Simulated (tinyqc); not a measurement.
Electron continuity equation in a given potential, Scharfetter-Gummel discretisation: one step of the calculation.

Steady state in one dimension: J = q mu n E + q D dn/dx with E = -dpsi/dx and D = mu Vt, dJ/dx = q (n/tau - G), fixed densities nL and nR at the ends. The potential is given, psi = 0 for x < L/2 and U (2 x/L - 1) beyond, and is not changed by the electrons.

Question. Densities and current. B(d) = d/(exp(d) - 1) with d_i = (psi_(i+1) - psi_i)/Vt; b and f are the diagonal and right side of the balance equations. Solve B(-d_(i-1)) n_(i-1) + b_i n_i + B(d_i) n_(i+1) = f_i (end values already in f), then J_i = (q D/h) [n_(i+1) B(d_i) - n_i B(-d_i)], h = L/11, D = mu Vt.

Values chosen for this exercise; mobility close to that of In0.53Ga0.47As at room temperature: temperature T = 273 K; electron mobility mu = 10900 cm^2/(V s); length of the region L = 0.12 um; density at x = 0 nL = 9.1e15 cm^-3; density at x = L nR = 1.1e17 cm^-3.

Constants: q = 1.602176634e-19 C, kB = 1.380649e-23 J/K, Vt = kB T/q. Results are converted to the units shown.

B(d_i), interval 0 to 10: [1, 1, 1, 1, 1, 0.37990627, 0.11733531, 0.11733531, 0.11733531, 0.11733531, 0.11733531]
B(-d_i), interval 0 to 10: [1, 1, 1, 1, 1, 2.0802020, 3.5179267, 3.5179267, 3.5179267, 3.5179267, 3.5179267]
diagonal b, node 1 to 10: [-2.2320519, -2.2320519, -2.2320519, -2.2320519, -3.3122538, -4.1298849, -3.8673139, -3.8673139, -3.8673139, -3.8673139]
right side f, node 1 to 10 (cm^-3): [-9.1324873e15, -3.2487263e13, -3.2487263e13, -3.2487263e13, -3.2487263e13, -3.2487263e13, -3.2487263e13, -3.2487263e13, -3.2487263e13, -1.2939371e16]

Find: n; J.

Answer.

n, node 0 to 11 (cm^-3): [9.1000e15, 5.6449e15, 3.4671e15, 2.0615e15, 1.1017e15, 3.6503e14, 1.9724e14, 1.9369e14, 1.9351e14, 2.9406e14, 3.6133e15, 1.1000e17]
J, interval 0 to 10 (in units of 1e5 A/cm^2): [-1.3012, -0.8201, -0.5294, -0.3615, -0.2774, -0.2578, -0.2528, -0.2481, -0.2434, -0.2299, 0.0736]

Range of the model: The drift velocity mu E exceeds 1e7 cm/s somewhere, where real mobilities no longer stay constant.

Computed by the program tinyqc: `OMP_NUM_THREADS=1 python tinyqc.py 2220145 2220146 out.jsonl`, one thread of a shared Intel Xeon 2.30GHz, about 0.01 s for the whole run.
